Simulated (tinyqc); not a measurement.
Nanowire ballistic transistor, top-of-the-barrier model: one step of the calculation.

At the top of the source barrier, states moving towards the drain are filled by the source (Fermi level 0) and states moving back by the drain (Fermi level -q Vd); nothing scatters. U is the shift of the band edge there, set by the capacitances CG, CD and CS (the total) and by the charge. Parabolic one-dimensional subband; the source is grounded.

Problem. Density of states, capacitances and charge at zero bias. N0 = gv sqrt(2 m kB T/pi)/hbar, CG = 2 pi eps0 eox/ln(1 + 2 tox/d), CS = CG/aG, n0 = n at U = 0 and Vd = 0. eta1 = -(E0 + U)/Vt, eta2 = eta1 - Vd/Vt, n = (N0/2)[F_(-1/2)(eta1) + F_(-1/2)(eta2)], F_(-1/2)(x) = (1/sqrt(pi)) int_0^infinity u^(-1/2)/(1 + exp(u - x)) du. UL = -(aG Vg + aD Vd).

Inputs (values chosen for the exercise); mass and valleys close to those of silicon (two valleys):
- T = 300 K (temperature)
- m = 0.187 m0 (effective mass)
- gv = 2 (valley degeneracy)
- eox = 22 (relative permittivity of the gate insulator)
- tox = 1.6 nm (insulator thickness)
- d = 6 nm (wire diameter)
- aG = 0.86 (gate control CG/CS)
- aD = 0.108 (drain control CD/CS)
- E0 = 0.34 eV (band edge at the barrier top above the source Fermi level at zero bias)
- Vg = 0.6 V (gate voltage)
- Vd = 0.05 V (drain voltage)

Constants: q = 1.602176634e-19 C, kB = 1.380649e-23 J/K, hbar = 1.054571817e-34 J s, m0 = 9.1093837015e-31 kg, Vt = kB T/q, eps0 = 8.8541878128e-14 F/cm where lengths are in cm. Results are converted to the units shown.

Give: N0; CG; CS; n0; UL.

Solution.

N0 = 4.019e6 cm^-1
CG = 28.63 pF/cm
CS = 33.29 pF/cm
n0 = 7.806 cm^-1
UL = -0.5214 eV

Computed by the program tinyqc: `OMP_NUM_THREADS=1 python tinyqc.py 2400052 2400053 out.jsonl`, one thread of a shared Intel Xeon 2.30GHz, about 0.04 s for the whole run.
